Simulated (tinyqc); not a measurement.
# p-n diode with diffusion and depletion-layer recombination, step by step

tinyqc, about 0.01 s, one thread, Intel Xeon 2.30GHz (shared host): `OMP_NUM_THREADS=1 python tinyqc.py 2260007 2260008 out.jsonl` Printed values are rounded.

Abrupt junction in the depletion approximation, low injection, full ionisation, neutral widths fixed, ohmic contact on the p side. Vj is the junction voltage; where a series resistance Rs is given, V = Vj + J Rs is the terminal voltage.

Inputs (values chosen for the exercise); band and dielectric values close to those of silicon: temperature T = 293 K; band gap Eg = 1.14 eV; relative permittivity eps_r = 11.7; conduction-band density of states at T Nc = 2.7e19 cm^-3; valence-band density of states at T Nv = 2.56e19 cm^-3; acceptor density Na = 2.8e16 cm^-3; donor density Nd = 6.7e16 cm^-3; electron mobility in the p side mun = 850 cm^2/(V s); hole mobility in the n side mup = 280 cm^2/(V s); electron lifetime tn = 5e-9 s; hole lifetime tp = 1e-6 s; neutral width of the p side wp = 5.3 um; neutral width of the n side wn = 130 um; recombination velocity at the n contact Sp = 800 cm/s; series resistance Rs = 0.002 ohm cm^2; trap level above the intrinsic level Et = 0.01 eV; junction voltage at which recombination is evaluated Vj = 0.43 V; terminal voltage V = 1.13 V.

Constants: q = 1.602176634e-19 C, kB = 1.380649e-23 J/K, Vt = kB T/q, eps0 = 8.8541878128e-14 F/cm where lengths are in cm. Results are converted to the units shown.

Range of the model: At the terminal voltage used the injected minority density exceeds a tenth of the lighter doping, so the low-injection formulas overstate the current.

## Diffusion lengths and saturation currents

ni = sqrt(Nc Nv) exp(-Eg/(2 Vt)), Eg in volts; D = mu Vt; Ln = sqrt(Dn tn), Lp = sqrt(Dp tp); J0n = q ni^2 Dn coth(wp/Ln)/(Ln Na); J0p = (q ni^2 Dp/(Lp Nd)) (s + tanh(wn/Lp))/(1 + s tanh(wn/Lp)), s = Sp Lp/Dp.

ni = 4.125297e9 cm^-3
Ln = 3.275780 um
Lp = 26.58883 um
J0n = 6.902132e-12 A/cm^2
J0p = 1.081979e-13 A/cm^2

wp/Ln = 1.6 and wn/Lp = 4.9; electrons carry 98.5 % of the diffusion current.

## Recombination in the depleted layer

ni = sqrt(Nc Nv) exp(-Eg/(2 Vt)), Eg in volts. Vbi = Vt ln(Na Nd/ni^2), W = sqrt(2 eps0 eps_r (Vbi - Vj)(1/Na + 1/Nd)/q), xp = W Nd/(Na + Nd), xn = W Na/(Na + Nd); u(x) = q Na (x + xp)^2/(2 eps0 eps_r) for x < 0 and Vbi - Vj - q Nd (xn - x)^2/(2 eps0 eps_r) for x > 0; p = Na exp(-u/Vt), n = Nd exp((u - Vbi + Vj)/Vt); U = ni^2 (exp(Vj/Vt) - 1)/(tp (n + ni exp(Et/Vt)) + tn (p + ni exp(-Et/Vt))); J_scr = q times the integral of U from -xp to xn. Trapezoid rule on 14 equal steps.

W = 159.0680 nm
x, point 0 to 14 (nm): [-112.1848, -100.8228, -89.4608, -78.0988, -66.7368, -55.3748, -44.0128, -32.6508, -21.2888, -9.9268, 1.4352, 12.7972, 24.1592, 35.5212, 46.8832]
u, point 0 to 14 (V): [0.0000000, 0.0027952, 0.0111808, 0.0251568, 0.0447232, 0.0698801, 0.1006273, 0.1369649, 0.1788929, 0.2264114, 0.2793689, 0.3261885, 0.3596311, 0.3796967, 0.3863852]
n, point 0 to 14 (cm^-3): [1.513610e10, 1.690803e10, 2.356843e10, 4.099459e10, 8.897762e10, 2.409869e11, 8.144499e11, 3.434739e12, 1.807513e13, 1.186936e14, 9.667832e14, 6.175261e15, 2.322140e16, 5.140770e16, 6.7e16]
p, point 0 to 14 (cm^-3): [2.8e16, 2.506564e16, 1.798214e16, 1.033821e16, 4.763116e15, 1.758646e15, 5.203644e14, 1.233895e14, 2.344718e13, 3.570627e12, 4.383721e11, 6.863041e10, 1.825087e10, 8.244110e9, 6.325533e9]
U, point 0 to 14 (cm^-3 s^-1): [3.026759e18, 3.380985e18, 4.712128e18, 8.191447e18, 1.772473e19, 4.687983e19, 1.238338e20, 1.044427e20, 2.328821e19, 3.569905e18, 4.383683e17, 6.863034e16, 1.825086e16, 8.244108e15, 6.325532e15]
J_scr = 6.154270e-5 A/cm^2

With 2000 steps J_scr = 6.178e-5 A/cm^2; the coarse value is 0.39 % below it. U is largest at x = -44.0 nm among these points; the peak lies where tp n = tn p. On the fine grid U peaks at 1.453e20 cm^-3 s^-1, and J_scr/(q U_max) is 16.7 % of W, the effective width of the recombining zone.

## Starting value

Vj = Vt ln(V/(Rs J0)), the value at which all of V would drop over Rs.

Vj at the start = 0.8084778 V

## Iteration 1: new Vj

J0 = J0n + J0p = 7.010330e-12 A/cm^2

Diffusion current alone: J = J0 (exp(Vj/Vt) - 1), g = Vj + J Rs - V, g' = 1 + Rs J0 exp(Vj/Vt)/Vt, Vj(new) = Vj - g/g'.

J = 565 A/cm^2
g = 0.8084778 V
g' = 45.75463
Vj after iteration 1 = 0.7908080 V

## Iteration 2: new Vj

As before.

J = 280.6184 A/cm^2
g = 0.2220447 V
g' = 23.22827
Vj after iteration 2 = 0.7812487 V

## Iteration 3: new Vj

As before.

J = 192.1725 A/cm^2
g = 0.03559374 V
g' = 16.22232
Vj after iteration 3 = 0.7790546 V

## Course of the iteration

Stop when the step is below 1e-10 V, or after 80 iterations.

Course of the iteration:
```
iteration  Vj before the step (V)   step (V)
1                       0.8084778    -0.0177
2                       0.7908080   -9.56e-3
3                       0.7812487   -2.19e-3
4                       0.7790546   -9.43e-5
5                       0.7789603   -1.65e-7
6                       0.7789601  -5.01e-13
```

Converged in 6 iterations.
